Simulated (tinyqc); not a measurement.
# Trap density from one capacitance

Question. Traps spread evenly through the insulator exchange electrons with the semiconductor by tunnelling, with tau(x) = t0 exp(2 ka x) at depth x from the interface. The admittance per area Y seen at depth x obeys dY/dx = -Y^2/(i w eps0 eox) + q Nb ln(1 + i w tau)/tau, with Y(0) = i w Cs and w = 2 pi f; the gate sees Y(tox) = G + i w C. Working variable y = Y/(i w), in uF/cm^2. Cox = eps0 eox/tox. Find Nb and G/w.

Values chosen for this exercise:

| symbol | value | unit | meaning |
|---|---|---|---|
| eox | 21.3 |  | relative permittivity of the insulator |
| tox | 4.1 | nm | insulator thickness |
| Cs | 2.5 | uF/cm^2 | semiconductor capacitance in accumulation |
| ka | 6.5 | 1/nm | decay constant of the wave function in the insulator |
| t0 | 5e-10 | s | time constant of a trap at the interface |
| f | 100 | Hz | frequency |

Constants: q = 1.602176634e-19 C, eps0 = 8.8541878128e-14 F/cm where lengths are in cm. Results are converted to the units shown.

C = 1.6562178 uF/cm^2

Answer. C rises steadily with Nb, so one density matches; in practice ka and t0 must come from the frequency dependence.

Nb = 3.800e18 cm^-3 eV^-1
G/w = 0.004116 uF/cm^2

Computed by the program tinyqc: `OMP_NUM_THREADS=1 python tinyqc.py 2202178 2202179 out.jsonl`, one thread of a shared Intel Xeon 2.30GHz, about 0.3 s for the whole run.
